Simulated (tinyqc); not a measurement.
A particle near a wafer in liquid: double-layer and van der Waals forces (DLVO), deposition barrier and removal: one step, computed by the program tinyqc. Command: `OMP_NUM_THREADS=1 python tinyqc.py 3110501 3110502 out.jsonl dlvo walk`. One thread of a shared host (Intel(R) Xeon(R) Processor @ 2.30GHz), about 0.01 s of CPU time with the checks.

Sphere and flat wall, Derjaguin approximation, constant potentials in the linear-superposition form, no retardation and no hydration force.

Task: Energy and force at one gap. U(h) = Z R exp(-kappa h) - A R/(6 h); F(h) = -dU/dh = kappa Z R exp(-kappa h) - A R/(6 h^2), positive for repulsion.

Inputs (values chosen for the exercise, of the order of those for silica on silica in water):
```
quantity              value  unit
particle radius R       140    nm
Hamaker constant A  4.7e-21     J
temperature T           298     K
gap h                    13    nm
```

Z = 4.582208 pN

kappa = 0.2372577 1/nm

Constants: k_B = 1.380649e-23 J/K.

Give: double-layer energy; van der Waals energy; U(h); F(h).

Result:

double-layer energy = 7.1349 k_B T

van der Waals energy = -2.0504 k_B T

U(h) = 5.0845 k_B T

F(h) = 6.3159 pN
